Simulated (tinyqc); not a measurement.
Inside a calculation. Method: Pariser-Parr-Pople SCF with singles CI, for the molecule [CH2+]c1ccccc1 (SMILES; centres numbered as the heavy atoms are written). Computed by tinyqc, a small Python program that keeps every step. Settings: charge = 1, gamma = Ohno, start = huckel, damping = 0.3, iteration cap = 75, excitations kept = 6. Command: `OMP_NUM_THREADS=1 python tinyqc.py 25476 25477 out.jsonl` (the two numbers bound the seeds that draw the settings). One thread of a shared host (Intel(R) Xeon(R) Processor @ 2.60GHz), about 0.01 s of CPU time with the checks. Later iterations appear only in the table of the cycle.

## PPP integrals

Centres (angstrom, eV; a flat drawing with bonds scaled to 1.40 angstrom):
```
centre          x          y  core charge z          W   gamma_rr
1C       2.400000   0.000000              1  11.160000  11.130000
2C       1.000000   0.000000              1  11.160000  11.130000
3C       0.300000   1.212000              1  11.160000  11.130000
4C      -1.100000   1.212000              1  11.160000  11.130000
5C      -1.800000   0.000000              1  11.160000  11.130000
6C      -1.100000  -1.212000              1  11.160000  11.130000
7C       0.300000  -1.212000              1  11.160000  11.130000
```

Resonance integrals (eV):
```
i  j       beta
1  2  -2.390000
2  3  -2.390000
3  4  -2.390000
4  5  -2.390000
5  6  -2.390000
6  7  -2.390000
7  2  -2.390000
```

Ohno: gamma = 14.399645/sqrt(R^2 + a^2), a = 2 x 14.399645/(gamma_rr + gamma_ss); H_rr = -W_r - sum_(s != r) z_s gamma_rs; H_rs = beta for bonds.

repulsion gamma_rs (eV), order 1C, 2C, 3C, 4C, 5C, 6C, 7C:
$$\begin{pmatrix}
11.130000 & 7.553862 & 5.239602 & 3.670230 & 3.276555 & 3.670230 & 5.239602 \\
7.553862 & 11.130000 & 7.554960 & 5.239602 & 4.668463 & 5.239602 & 7.554960 \\
5.239602 & 7.554960 & 11.130000 & 7.553862 & 5.239602 & 4.669500 & 5.240702 \\
3.670230 & 5.239602 & 7.553862 & 11.130000 & 7.554960 & 5.240702 & 4.669500 \\
3.276555 & 4.668463 & 5.239602 & 7.554960 & 11.130000 & 7.554960 & 5.239602 \\
3.670230 & 5.239602 & 4.669500 & 5.240702 & 7.554960 & 11.130000 & 7.553862 \\
5.239602 & 7.554960 & 5.240702 & 4.669500 & 5.239602 & 7.553862 & 11.130000
\end{pmatrix}$$

core matrix H (eV), order 1C, 2C, 3C, 4C, 5C, 6C, 7C:
$$\begin{pmatrix}
-39.810081 & -2.390000 & 0.000000 & 0.000000 & 0.000000 & 0.000000 & 0.000000 \\
-2.390000 & -48.971449 & -2.390000 & 0.000000 & 0.000000 & 0.000000 & -2.390000 \\
0.000000 & -2.390000 & -46.658228 & -2.390000 & 0.000000 & 0.000000 & 0.000000 \\
0.000000 & 0.000000 & -2.390000 & -45.088855 & -2.390000 & 0.000000 & 0.000000 \\
0.000000 & 0.000000 & 0.000000 & -2.390000 & -44.694143 & -2.390000 & 0.000000 \\
0.000000 & 0.000000 & 0.000000 & 0.000000 & -2.390000 & -45.088855 & -2.390000 \\
0.000000 & -2.390000 & 0.000000 & 0.000000 & 0.000000 & -2.390000 & -46.658228
\end{pmatrix}$$

## Starting guess

pi electrons, sum of z_r less the charge = 6

Orbitals of the Hueckel matrix of the beta values.

P at the start, order 1C, 2C, 3C, 4C, 5C, 6C, 7C:
$$\begin{pmatrix}
0.428571 & 0.635034 & 0.285714 & -0.112480 & -0.285714 & -0.112480 & 0.285714 \\
0.635034 & 1.000000 & 0.522554 & 0.000000 & -0.224960 & 0.000000 & 0.522554 \\
0.285714 & 0.522554 & 0.857143 & 0.705037 & 0.142857 & -0.294963 & -0.142857 \\
-0.112480 & 0.000000 & 0.705037 & 1.000000 & 0.635034 & 0.000000 & -0.294963 \\
-0.285714 & -0.224960 & 0.142857 & 0.635034 & 0.857143 & 0.635034 & 0.142857 \\
-0.112480 & 0.000000 & -0.294963 & 0.000000 & 0.635034 & 1.000000 & 0.705037 \\
0.285714 & 0.522554 & -0.142857 & -0.294963 & 0.142857 & 0.705037 & 0.857143
\end{pmatrix}$$

## Iteration 1: Fock matrix

F_rr = H_rr + P_rr gamma_rr / 2 + sum_(s != r) P_ss gamma_rs; F_rs = H_rs - P_rs gamma_rs / 2; E = tr P (H + F) / 2 + core repulsion sum_(r<s) z_r z_s gamma_rs.

F (eV), order 1C, 2C, 3C, 4C, 5C, 6C, 7C:
$$\begin{pmatrix}
-10.740109 & -4.788479 & -0.748515 & 0.206414 & 0.468079 & 0.206414 & -0.748515 \\
-4.788479 & -12.736976 & -4.363937 & 0.000000 & 0.525108 & 0.000000 & -4.363937 \\
-0.748515 & -4.363937 & -10.881245 & -5.052876 & -0.374257 & 0.688665 & 0.374336 \\
0.206414 & 0.000000 & -5.052876 & -10.517749 & -4.788827 & 0.000000 & 0.688665 \\
0.468079 & 0.525108 & -0.374257 & -4.788827 & -9.759347 & -4.788827 & -0.374257 \\
0.206414 & 0.000000 & 0.688665 & 0.000000 & -4.788827 & -10.517749 & -5.052876 \\
-0.748515 & -4.363937 & 0.374336 & 0.688665 & -0.374257 & -5.052876 & -10.881245
\end{pmatrix}$$

pi energy = -83.047299 eV

## Iteration 1: orbitals and new P

Diagonalise F (the basis is taken as orthonormal) and form P = 2 sum c c over the lowest orbitals; 0.3 of the old P is kept.

orbital energies (eV): [-20.833273, -17.401533, -16.640045, -9.208486, -5.133284, -4.956149, -1.861648]

P after iteration 1, order 1C, 2C, 3C, 4C, 5C, 6C, 7C:
$$\begin{pmatrix}
0.455170 & 0.673123 & 0.266193 & -0.122965 & -0.277000 & -0.122965 & 0.266193 \\
0.673123 & 1.055852 & 0.497585 & -0.012904 & -0.213496 & -0.012904 & 0.497585 \\
0.266193 & 0.497585 & 0.858000 & 0.717962 & 0.174382 & -0.280598 & -0.186885 \\
-0.122965 & -0.012904 & 0.717962 & 0.983228 & 0.623411 & 0.028114 & -0.280598 \\
-0.277000 & -0.213496 & 0.174382 & 0.623411 & 0.806521 & 0.623411 & 0.174382 \\
-0.122965 & -0.012904 & -0.280598 & 0.028114 & 0.623411 & 0.983228 & 0.717962 \\
0.266193 & 0.497585 & -0.186885 & -0.280598 & 0.174382 & 0.717962 & 0.858000
\end{pmatrix}$$

## Iteration 2: Fock matrix

As before.

F (eV), order 1C, 2C, 3C, 4C, 5C, 6C, 7C:
$$\begin{pmatrix}
-10.450183 & -4.932337 & -0.697374 & 0.225655 & 0.453804 & 0.225655 & -0.697374 \\
-4.932337 & -12.624366 & -4.269616 & 0.033805 & 0.498350 & 0.033805 & -4.269616 \\
-0.697374 & -4.269616 & -10.780899 & -5.101691 & -0.456845 & 0.655126 & 0.489705 \\
0.225655 & 0.033805 & -5.101691 & -10.680680 & -4.744924 & -0.073667 & 0.655126 \\
0.453804 & 0.498350 & -0.456845 & -4.744924 & -9.937597 & -4.744924 & -0.456845 \\
0.225655 & 0.033805 & 0.655126 & -0.073667 & -4.744924 & -10.680680 & -5.101691 \\
-0.697374 & -4.269616 & 0.489705 & 0.655126 & -0.456845 & -5.101691 & -10.780899
\end{pmatrix}$$

pi energy = -83.169453 eV

## Iteration 2: orbitals and new P

As before.

orbital energies (eV): [-20.709438, -17.510761, -16.705179, -8.984029, -5.172438, -4.887644, -1.965813]

P after iteration 2, order 1C, 2C, 3C, 4C, 5C, 6C, 7C:
$$\begin{pmatrix}
0.467728 & 0.692715 & 0.257788 & -0.124111 & -0.269038 & -0.124111 & 0.257788 \\
0.692715 & 1.083113 & 0.483451 & -0.018896 & -0.208737 & -0.018896 & 0.483451 \\
0.257788 & 0.483451 & 0.850367 & 0.724108 & 0.188584 & -0.274300 & -0.203377 \\
-0.124111 & -0.018896 & 0.724108 & 0.981852 & 0.618666 & 0.035595 & -0.274300 \\
-0.269038 & -0.208737 & 0.188584 & 0.618666 & 0.784722 & 0.618666 & 0.188584 \\
-0.124111 & -0.018896 & -0.274300 & 0.035595 & 0.618666 & 0.981852 & 0.724108 \\
0.257788 & 0.483451 & -0.203377 & -0.274300 & 0.188584 & 0.724108 & 0.850367
\end{pmatrix}$$

## Iteration 3: Fock matrix

As before.

F (eV), order 1C, 2C, 3C, 4C, 5C, 6C, 7C:
$$\begin{pmatrix}
-10.335894 & -5.006339 & -0.675353 & 0.227757 & 0.440758 & 0.227757 & -0.675353 \\
-5.006339 & -12.609328 & -4.216227 & 0.049504 & 0.487241 & 0.049504 & -4.216227 \\
-0.675353 & -4.216227 & -10.722674 & -5.124906 & -0.494053 & 0.640422 & 0.532918 \\
0.227757 & 0.049504 & -5.124906 & -10.764624 & -4.726999 & -0.093272 & 0.640422 \\
0.440758 & 0.487241 & -0.494053 & -4.726999 & -9.991287 & -4.726999 & -0.494053 \\
0.227757 & 0.049504 & 0.640422 & -0.093272 & -4.726999 & -10.764624 & -5.124906 \\
-0.675353 & -4.216227 & 0.532918 & 0.640422 & -0.494053 & -5.124906 & -10.722674
\end{pmatrix}$$

pi energy = -83.219667 eV

## Iteration 3: orbitals and new P

As before.

orbital energies (eV): [-20.668698, -17.553380, -16.736196, -8.892158, -5.190749, -4.867769, -2.002156]

P after iteration 3, order 1C, 2C, 3C, 4C, 5C, 6C, 7C:
$$\begin{pmatrix}
0.474405 & 0.703566 & 0.253694 & -0.123267 & -0.263278 & -0.123267 & 0.253694 \\
0.703566 & 1.097502 & 0.475031 & -0.021962 & -0.206285 & -0.021962 & 0.475031 \\
0.253694 & 0.475031 & 0.842254 & 0.727381 & 0.195579 & -0.271244 & -0.209292 \\
-0.123267 & -0.021962 & 0.727381 & 0.984936 & 0.616435 & 0.036482 & -0.271244 \\
-0.263278 & -0.206285 & 0.195579 & 0.616435 & 0.773713 & 0.616435 & 0.195579 \\
-0.123267 & -0.021962 & -0.271244 & 0.036482 & 0.616435 & 0.984936 & 0.727381 \\
0.253694 & 0.475031 & -0.209292 & -0.271244 & 0.195579 & 0.727381 & 0.842254
\end{pmatrix}$$

## Convergence

Stop when output and input P, before any damping, agree to 1e-7.

Course of the cycle:
```
iteration        E (eV)  largest |P(out) - P(in)|
1          -83.04729934                  7.98e-02
2          -83.16945268                  3.89e-02
3          -83.21966665                  2.06e-02
4          -83.23987679                  1.16e-02
5          -83.24812864                  6.95e-03
6          -83.25159492                  4.95e-03
7          -83.25310053                  3.47e-03
8          -83.25377672                  2.42e-03
9          -83.25408973                  1.75e-03
10         -83.25423833                  1.28e-03
11         -83.25431030                  9.33e-04
...                 ...                       ...
29         -83.25438113                  2.38e-06
30         -83.25438113                  1.70e-06
31         -83.25438113                  1.21e-06
32         -83.25438113                  8.68e-07
33         -83.25438113                  6.20e-07
34         -83.25438113                  4.43e-07
35         -83.25438113                  3.17e-07
36         -83.25438113                  2.26e-07
37         -83.25438113                  1.62e-07
38         -83.25438113                  1.15e-07
39         -83.25438113                  8.24e-08
```

Converged in 39 iterations.

## Converged orbitals

Charges are z - P_rr.

orbital energies (eV): [-20.646591, -17.599118, -16.783240, -8.798139, -5.214982, -4.863897, -2.044386]

coefficients, order 1C, 2C, 3C, 4C, 5C, 6C, 7C:
$$\begin{pmatrix}
0.312084 & -0.381522 & 0.000000 & 0.724787 & 0.000000 & -0.452189 & 0.165082 \\
0.584181 & -0.467408 & 0.000000 & -0.071278 & 0.000000 & 0.550705 & -0.363188 \\
0.390792 & -0.003811 & 0.506852 & -0.392197 & -0.493053 & -0.215790 & 0.383254 \\
0.303171 & 0.407651 & 0.493053 & 0.023597 & 0.506852 & -0.251050 & -0.422286 \\
0.268466 & 0.550983 & 0.000000 & 0.401063 & 0.000000 & 0.522558 & 0.436378 \\
0.303171 & 0.407651 & -0.493053 & 0.023597 & -0.506852 & -0.251050 & -0.422286 \\
0.390792 & -0.003811 & -0.506852 & -0.392197 & 0.493053 & -0.215790 & 0.383254
\end{pmatrix}$$

pi charges: 1C 0.514088, 2C -0.119476, 3C 0.180737, 4C -0.002387, 5C 0.248687, 6C -0.002387, 7C 0.180737

## Singles CI, singlets

Over the 6 single excitations with the smallest orbital gaps: A = (e_a - e_i) delta + 2 (ia|jb) - (ij|ab), with (pq|rs) = sum c_mp c_mq gamma_mn c_nr c_ns. f = 2/3 w |mu|^2 in atomic units, mu = sqrt2 sum c_ia sum_m c_mi c_ma R_m.

singlet CI matrix (eV), order 3>4, 2>4, 3>5, 1>4, 3>6, 2>5:
$$\begin{pmatrix}
3.241767 & 0.000000 & 0.000000 & 0.000000 & 0.002474 & -0.673788 \\
0.000000 & 4.776258 & 0.653831 & 0.404800 & 0.000000 & 0.000000 \\
0.000000 & 0.653831 & 6.492622 & 0.003179 & 0.000000 & 0.000000 \\
0.000000 & 0.404800 & 0.003179 & 6.602196 & 0.000000 & 0.000000 \\
0.002474 & 0.000000 & 0.000000 & 0.000000 & 6.705253 & -0.691857 \\
-0.673788 & 0.000000 & 0.000000 & 0.000000 & -0.691857 & 7.025535
\end{pmatrix}$$

singlet excitation energies (eV): [3.121528, 4.486156, 6.210137, 6.560412, 6.824508, 7.640890]

oscillator strengths: [0.077356, 0.506635, 0.012041, 0.541069, 0.611208, 0.839546]

## Singles CI, triplets

Over the 6 single excitations with the smallest orbital gaps: A = (e_a - e_i) delta - (ij|ab), with (pq|rs) = sum c_mp c_mq gamma_mn c_nr c_ns.

triplet CI matrix (eV), order 3>4, 2>4, 3>5, 1>4, 3>6, 2>5:
$$\begin{pmatrix}
2.361063 & 0.000000 & 0.000000 & 0.000000 & -0.744985 & -0.247995 \\
0.000000 & 2.833252 & -0.247995 & 0.901329 & 0.000000 & 0.000000 \\
0.000000 & -0.247995 & 4.420531 & -0.652619 & 0.000000 & 0.000000 \\
0.000000 & 0.901329 & -0.652619 & 5.458966 & 0.000000 & 0.000000 \\
-0.744985 & 0.000000 & 0.000000 & 0.000000 & 5.750119 & 0.178882 \\
-0.247995 & 0.000000 & 0.000000 & 0.000000 & 0.178882 & 6.010808
\end{pmatrix}$$

triplet excitation energies (eV): [2.193382, 2.552529, 4.121494, 5.731343, 6.038727, 6.197264]
